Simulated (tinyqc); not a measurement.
Wafer and channel orientation: ellipsoidal valleys in the axes of a wafer and a channel.

Valleys with axes a along x, y and z, two valleys each; inverse mass tensor w = 1/mt + (1/ml - 1/mt) a a. Device axes: z = nz/|nz|, x = nx/|nx|, y = z cross x; in them a = (ax, ay, az). Confinement mass mz = 1/w_zz. In the plane w_ij is replaced by u_ij = w_ij - w_iz w_jz/w_zz (i, j = x, y); density-of-states mass md = 1/sqrt(det u); conductivity mass along x mc = 1/u_xx; ballistic transport mass mx = u_yy/det u, width mass my = 1/u_yy.

Hard walls: E_n = c (n pi/t)^2/mz, c = hbar^2/2m0, n = 1, 2, 3. Non-degenerate share of a valley proportional to md sum_n exp(-E_n/kT); mean 1/mc = sum of share/mc. 1 nm = 10 angstrom.

Constants: hbar^2/2m0 = 3.80998211 eV angstrom^2; kB = 8.617333262e-05 eV/K.

Inputs chosen for the exercise (near those of the Delta valleys of Si; not measured data):

| symbol | value | unit | meaning |
|---|---|---|---|
| ml | 0.919 | m0 | longitudinal mass |
| mt | 0.184 | m0 | transverse mass |
| t | 5.1 | nm | thickness of the film |
| T | 77 | K | temperature |

For each face/channel: the lowest ladder (mz, number of valleys, md, E1, share) and the mean conductivity mass over all valleys.

Results:

| face/channel | mz | valleys | md | E1 (meV) | share | mean mc |
|---|---|---|---|---|---|---|
| (110)/[001] | 0.307 | 4 | 0.319 | 47.2 | 0.994 | 0.1848 |
| (110)/[1-11] | 0.307 | 4 | 0.319 | 47.2 | 0.994 | 0.3305 |
| (100)/[011] | 0.919 | 2 | 0.184 | 15.7 | 1.000 | 0.1840 |
| (001)/[110] | 0.919 | 2 | 0.184 | 15.7 | 1.000 | 0.1840 |
| (111)/[11-2] | 0.251 | 6 | 0.352 | 57.6 | 1.000 | 0.2891 |
| (210)/[001] | 0.511 | 2 | 0.247 | 28.3 | 0.994 | 0.1841 |
| (110)/[1-10] | 0.307 | 4 | 0.319 | 47.2 | 0.994 | 0.5454 |

The mean conductivity mass is lowest, 0.1840, for (100)/[011] and (001)/[110] and highest, 0.5454, for (110)/[1-10]; the bulk value is 0.2509. The confinement energy is lowest on the face with the heaviest mz ((100), 16 meV). The density of states of the lowest ladder, valleys times md, runs between 0.368 and 2.113; a small value limits the charge through the quantum capacitance.

(tinyqc, `OMP_NUM_THREADS=1 python tinyqc.py 1880777 1880778 out.jsonl`, Intel(R) Xeon(R) Processor @ 2.30GHz, 1 thread, shared host, about 0.01 s.)
